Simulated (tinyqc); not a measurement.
Electron mobility of a polar semiconductor by Rode's iterative solution of the Boltzmann equation: one step, computed by the program tinyqc. Command: `OMP_NUM_THREADS=1 python tinyqc.py 3024414 3024415 out.jsonl rode walk`. One thread of a shared host (Intel(R) Xeon(R) Processor @ 2.30GHz), about 0.01 s of CPU time with the checks.

The distribution is f(E) + e F l(E) (-df/dE) cos(theta) for a weak field F, theta counted from the force; l(E) is a mean free path. Elastic processes enter by their momentum rate, polar optical phonons by out- and in-scattering terms. One valley only: where upper valleys lie close, measured mobilities are lower. The density n is prescribed, even where a narrow-gap material would have more intrinsic carriers.

Task: The first two iterations on one ladder of the grid. Iteration: l_new(E) = [v(E) + c+ l(E + hbar w) + c- l(E - hbar w)]/(nu + S_o), from l = 0.

Inputs (values chosen for the exercise, modelled on InSb): temperature T = 250 K.

Band: Kane. Elastic processes: acoustic, piezoelectric, impurity.

Points j = s/2, s/2 + s, ... (the first seven rungs, or as many as the grid holds), rates in 1e12/s:
```
E (meV),v (m/s),nu,S_o,c+,c-
13.6687,536072.1,9.609532,1.445358,0.5582644,0.0000000
37.9688,765623.5,5.891916,1.613628,0.7231660,0.0856159
62.2687,867143.8,4.191887,1.587599,0.7346405,0.1630213
86.5687,923764.1,3.251606,1.439286,0.6375966,0.2280098
110.8688,959089.4,2.665107,1.320456,0.4990644,0.3258323
135.1687,982762.6,2.273881,1.393668,0.4082608,0.4864843
159.4688,999456.9,2.003267,1.593123,0.3736103,0.6722158
```

Give: l after iteration 1; l after iteration 2 (all rungs but the last shown).

Result:

l after iteration 1 (nm): [48.5, 102.0, 150.0, 196.9, 240.6, 268.0, 277.9]

l after iteration 2 (all rungs but the last shown) (nm): [53.6, 117.0, 177.9, 236.9, 290.3, 330.8]

In-scattering lengthens l on the lowest rung by 10.6 % and on the second by 14.7 % in this step. Caution: the gas is degenerate, and screening of the polar coupling, left out here, would raise the mobility.
